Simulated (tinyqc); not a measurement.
Harmonic transition-state theory with quantum, tunnelling and friction corrections: one step, computed by the program tinyqc. Command: `OMP_NUM_THREADS=1 python tinyqc.py 3008281 3008282 out.jsonl rates walk`. One thread of a shared host (Intel(R) Xeon(R) Processor @ 2.30GHz), about 0.01 s of CPU time with the checks.

One atom hops between equivalent sites; three modes at the minimum and two real modes at the saddle are treated as harmonic, the rest of the crystal as unchanged; melting is ignored, so hot rows may lie above the melting point.

Problem. Quantum harmonic rate. Vineyard: nu* = product of minimum frequencies / product of real saddle frequencies; k_cl = nu* exp(-E_b/(k_B T)). Quantum harmonic: k_q = (k_B T/h) [prod 2 sinh(x_i/2) (minimum) / prod 2 sinh(x_j/2) (saddle)] exp(-E_b/(k_B T)), x = h nu/(k_B T). Zero-point correction to the barrier = (h/2)(sum of saddle frequencies - sum of minimum frequencies).

Inputs (values chosen for the exercise, modelled on a vacancy in silicon): barrier E_b = 0.403 eV; temperature T = 413 K.

Lattice of sites: three-dimensional.

frequencies at the minimum (THz): 7.12  8.08  11.5

real frequencies at the saddle (THz): 6.89  7.28

Constants: h x 1 THz = 4.135667696 meV; k_B = 8.617333262e-05 eV/K.

Give: x at the minimum; x at the saddle; zero-point correction; quantum harmonic rate k_q; ratio k_q/k_cl.

Solution.

x at the minimum: 0.827  0.939  1.336

x at the saddle: 0.8006  0.8460

zero-point correction = -25.91 meV

quantum harmonic rate k_q = 1.730e+08 1/s

ratio k_q/k_cl = 1.085

To second order in x the ratio is 1 + (sum x_i^2 - sum x_j^2)/24 = 1.0831.
